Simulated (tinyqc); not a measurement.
Thin (001) film in sp3s* tight binding with raised dangling bonds: one step. Levels of the small film. The numbers come from values chosen for the exercise (near a published set for Si, fitted to gaps, whose masses and valley positions are rough).

s, pz, s* block (eV):
```
           sa1        za1      *a1       sc2       zc2       *c2       sa3       za3       *a3       sc4
sa1   10.80300  -15.00000        0  -4.16100   2.86800         0         0         0         0         0
za1  -15.00000   16.70900        0  -2.86800   0.85450  -2.69350         0         0         0         0
*a1          0          0  6.68000         0   2.69350         0         0         0         0         0
sc2   -4.16100   -2.86800        0  -4.19700         0         0  -4.16100   2.86800         0         0
zc2    2.86800    0.85450  2.69350         0   1.70900         0  -2.86800   0.85450  -2.69350         0
*c2          0   -2.69350        0         0         0   6.68000         0   2.69350         0         0
sa3          0          0        0  -4.16100  -2.86800         0  -4.19700         0         0  -4.16100
za3          0          0        0   2.86800   0.85450   2.69350         0   1.70900         0  -2.86800
*a3          0          0        0         0  -2.69350         0         0         0   6.68000         0
sc4          0          0        0         0         0         0  -4.16100  -2.86800         0  -4.19700
zc4          0          0        0         0         0         0   2.86800   0.85450   2.69350         0
*c4          0          0        0         0         0         0         0  -2.69350         0         0
sa5          0          0        0         0         0         0         0         0         0  -4.16100
za5          0          0        0         0         0         0         0         0         0   2.86800
*a5          0          0        0         0         0         0         0         0         0         0

          zc4       *c4       sa5       za5       *a5
sa1         0         0         0         0         0
za1         0         0         0         0         0
*a1         0         0         0         0         0
sc2         0         0         0         0         0
zc2         0         0         0         0         0
*c2         0         0         0         0         0
sa3   2.86800         0         0         0         0
za3   0.85450  -2.69350         0         0         0
*a3   2.69350         0         0         0         0
sc4         0         0  -4.16100   2.86800         0
zc4   1.70900         0  -2.86800   0.85450  -2.69350
*c4         0   6.68000         0   2.69350         0
sa5  -2.86800         0  10.80300  15.00000         0
za5   0.85450   2.69350  15.00000  16.70900         0
*a5  -2.69350         0         0         0   6.68000
```

u, v block (eV):
```
         ua1       va1       uc2       vc2       ua3       va3       uc4       vc4       ua5      va5
ua1  1.70900         0   3.14900         0         0         0         0         0         0        0
va1        0  31.70900         0  -1.44000         0         0         0         0         0        0
uc2  3.14900         0   1.70900         0  -1.44000         0         0         0         0        0
vc2        0  -1.44000         0   1.70900         0   3.14900         0         0         0        0
ua3        0         0  -1.44000         0   1.70900         0   3.14900         0         0        0
va3        0         0         0   3.14900         0   1.70900         0  -1.44000         0        0
uc4        0         0         0         0   3.14900         0   1.70900         0  -1.44000        0
vc4        0         0         0         0         0  -1.44000         0   1.70900         0  3.14900
ua5        0         0         0         0         0         0  -1.44000         0  31.70900        0
va5        0         0         0         0         0         0         0   3.14900         0  1.70900
```

Problem. Diagonalise both blocks.

Give: levels of the s, pz, s* block; levels of the u, v block.

Solution.

levels of the s, pz, s* block (eV): -11.696  -9.471  -6.219  -2.361  1.792  2.001  3.125  3.951  6.680  7.031  8.042  9.463  10.037  29.292  29.295

levels of the u, v block (eV): -2.253  -2.253  -0.821  -0.821  4.196  4.196  5.644  5.644  31.779  31.779

No level lies between 0 and the bulk edge 1.159 eV; confinement has widened the gap at zero in-plane momentum to 2.612 eV.

Program tinyqc; command `OMP_NUM_THREADS=1 python tinyqc.py 1480742 1480743 out.jsonl`; about 0.4 s on one thread of a shared Intel(R) Xeon(R) Processor @ 2.30GHz.
